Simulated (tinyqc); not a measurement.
p-n junction with a stepped n side, non-linear Poisson equation by Newton steps: one step of the calculation.

One dimension, p side on the left, n side on the right; net doping C = -Na for x < 0, +N1 for 0 < x < L1 and +Nd beyond. The potential psi is counted from the intrinsic level, and the quasi-Fermi potentials are flat: 0 for holes and -V for electrons, so n = ni exp((psi + V)/Vt) and p = ni exp(-psi/Vt) (Boltzmann statistics, full ionisation, no current).

Question. Intrinsic density, end potentials and Debye lengths. ni = sqrt(Nc Nv) exp(-Eg/(2 Vt)), Eg in volts; psi_p = -Vt ln(Na/ni), psi_n = Vt ln(Nd/ni) - V; Debye length sqrt(eps0 eps_r Vt/(q N)).

Values chosen for this exercise; band and dielectric values close to those of silicon: temperature T = 300 K; band gap Eg = 1.11 eV; relative permittivity eps_r = 11.5; conduction-band density of states at T Nc = 2.75e19 cm^-3; valence-band density of states at T Nv = 2.64e19 cm^-3; acceptor density of the p side Na = 2.2e16 cm^-3; donor density of the n side Nd = 1.6e15 cm^-3; bias of the p side against the n side V = 0 V.

Constants: q = 1.602176634e-19 C, kB = 1.380649e-23 J/K, Vt = kB T/q, eps0 = 8.8541878128e-14 F/cm where lengths are in cm. Results are converted to the units shown.

Wanted: ni; psi_p; psi_n; Debye length, p side; Debye length, n side.

Answer.

ni = 1.2790e10 cm^-3
psi_p = -0.37118 V
psi_n = 0.30342 V
Debye length, p side = 27.328 nm
Debye length, n side = 101.33 nm

Computed by the program tinyqc: `OMP_NUM_THREADS=1 python tinyqc.py 2000174 2000175 out.jsonl`, one thread of a shared Intel Xeon 2.30GHz, about 0.04 s for the whole run.
